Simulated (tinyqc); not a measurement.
Short-channel transistor, virtual-source model with series resistance: two steps of the calculation.

The current per gate width is the charge at the top of the source barrier (the virtual source) times its velocity times a saturation function; al and be are fitting constants of the model. Units: I in uA/um, Rs in ohm um, so I Rs = 1e-6 I Rs in volts; Q in uC/cm^2, so I = 1e-4 Q vx0 Fsat with vx0 in cm/s.

Parameters, values chosen for the exercise:
- T = 300 K (temperature)
- Cinv = 3.31 uF/cm^2 (inversion capacitance)
- vx0 = 1.05e7 cm/s (velocity at the virtual source)
- mu = 240 cm^2/(V s) (apparent mobility)
- L = 32 nm (channel length)
- VT0 = 0.386 V (threshold at zero drain voltage)
- dl = 0.147 V/V (drain-induced barrier lowering)
- n0 = 1.52 (subthreshold factor)
- nd = 0.05 1/V (growth of n with drain voltage)
- al = 3.5 (threshold shift (in units of Vt) from weak to strong inversion)
- be = 2 (sharpness of saturation)
- Rs = 70 ohm um (series resistance of each contact)
- Vgs = 0.45 V (gate voltage)
- Vds = 0.05 V (drain voltage)

Constants: q = 1.602176634e-19 C, kB = 1.380649e-23 J/K, Vt = kB T/q. Results are converted to the units shown.

Task 1. Current through the series resistance. Intrinsic voltages Vg' = Vgs - I Rs, Vd' = Vds - 2 I Rs. n = n0 + nd Vd', VT = VT0 - dl Vd', Ff = 1/(1 + exp((Vg' - VT + al Vt/2)/(al Vt))), Q = Cinv n Vt ln(1 + exp((Vg' - VT + al Vt Ff)/(n Vt))), Vdsat = (vx0 L/mu)(1 - Ff) + Vt Ff, Fsat = u/(1 + u^be)^(1/be) with u = Vd'/Vdsat, and I(out) = Q vx0 Fsat per width. (Fsat takes the sign of u.) I(new) = I + 0.3 (I(out) - I).

I at the start = 0 uA/um

Wanted: Vg'; Vd'; VT; Ff; Q; Vdsat; Fsat; I(out); I after iteration 1.

Result 1.

Vg' = 0.45000 V
Vd' = 0.050000 V
VT = 0.37865 V
Ff = 0.21610
Q = 0.31322 uC/cm^2
Vdsat = 0.11533 V
Fsat = 0.39776
I(out) = 130.82 uA/um
I after iteration 1 = 39.245 uA/um

Task 2. What the series resistance costs. n = n0 + nd Vd', VT = VT0 - dl Vd', Ff = 1/(1 + exp((Vg' - VT + al Vt/2)/(al Vt))), Q = Cinv n Vt ln(1 + exp((Vg' - VT + al Vt Ff)/(n Vt))), Vdsat = (vx0 L/mu)(1 - Ff) + Vt Ff, Fsat = u/(1 + u^be)^(1/be) with u = Vd'/Vdsat, and I = Q vx0 Fsat per width. I0 is the current for Rs = 0. Effective velocity I/Q; transit time L Q/I.

converged I = 94.541834 uA/um
I0 = 130.81640 uA/um

Give: loss against I0; effective velocity; transit time.

Result 2.

loss against I0 = 27.729 %
effective velocity = 3.2368e6 cm/s
transit time = 0.98864 ps

Computed by the program tinyqc: `OMP_NUM_THREADS=1 python tinyqc.py 2380006 2380007 out.jsonl`, one thread of a shared Intel Xeon 2.30GHz, about 0.01 s for the whole run.
